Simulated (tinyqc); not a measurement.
# A square-lattice strip 3 sites wide, recursive Green functions: effects of single changes

The device has N = 3 slices of 3 site(s), nearest-neighbour hopping -t, and site energies U; the leads are semi-infinite continuations with site energy 0. V = <i+1|H|i> = -t 1.

Parameters, values chosen for the exercise: hopping (matrix element -t) t = 1 eV; site energies, slice by slice (3 a slice) U = [-0.09, -0.33, -0.26, 0.35, -0.17, -0.09, 0.15, 0.47, 0.5] eV; energy E = -0.13 eV.

Each table varies one quantity; the others keep the values above.

## Transmission against energy

Transverse modes n = 1..3: chi_n(j) = sqrt(2/4) sin(pi n j/4), energy e_n = -2 t cos(pi n/4). Sigma = t^2 sum_n chi_n chi_n^T g(E - e_n), g(x) = (x - i sqrt(4 t^2 - x^2))/(2 t^2) for |x| < 2 t and (x - sign(x) sqrt(x^2 - 4 t^2))/(2 t^2) otherwise; Gamma = i (Sigma - Sigma^dagger); both leads give the same. Forward pass: g_1 = (E - H_1 - Sigma)^(-1), g_i = (E - H_i - V g_(i-1) V^dagger)^(-1), with Sigma also subtracted on the last slice; G_(i,1) = g_i V G_(i-1,1), starting from g_1. H_i is the block of slice i: its site energies on the diagonal and -t between neighbouring rows. T(E) = Tr[Gamma G_(N,1) Gamma G_(N,1)^dagger].

Transmission against energy:
```
E (eV)  open modes    T(E)  T(E) per open mode
-3.31            1  0.7133              0.7133
-2.76            1  0.8328              0.8328
-2.21            1  0.9257              0.9257
-1.66            2   1.793              0.8965
-1.1             2   1.880              0.9400
-0.55            3   2.456              0.8188
0                3   2.567              0.8557
0.55             3   2.273              0.7576
1.1              2   1.890              0.9450
1.66             2   1.766              0.8830
2.21             1  0.9488              0.9488
2.76             1  0.8372              0.8372
3.31             1  0.6199              0.6199
```

What does the comparison show?

T(E) lies between 0.620 (E = 3.31 eV) and 2.57 (E = 0 eV) in these rows. The leads offer 1 to 3 open mode(s), of which the mean share 0.84 is transmitted.

## Effect of the strength of the potential

Same model as above.

All U are multiplied by the factor sc.

Effect of the strength of the potential:
```
sc      T(E)  reflection, modes - T(E)
0     3.0000                         0
0.25  2.9673                  0.032662
0.5   2.8750                   0.12496
0.75  2.7367                   0.26333
1     2.5688                   0.43121
1.25  2.3871                   0.61285
1.5   2.2043                   0.79567
1.75  2.0291                   0.97089
2     1.8667                    1.1333
```

T(E) falls from 3.00 to 1.87. At sc = 0 the device equals the leads and transmits all 3 open mode(s). Between the first two non-zero rows the reflection goes as sc^(1.94); weak scattering gives sc^2.

Computed by the program tinyqc: `OMP_NUM_THREADS=1 python tinyqc.py 2660044 2660045 out.jsonl`, one thread of a shared Intel Xeon 2.30GHz, about 0.01 s for the whole run.
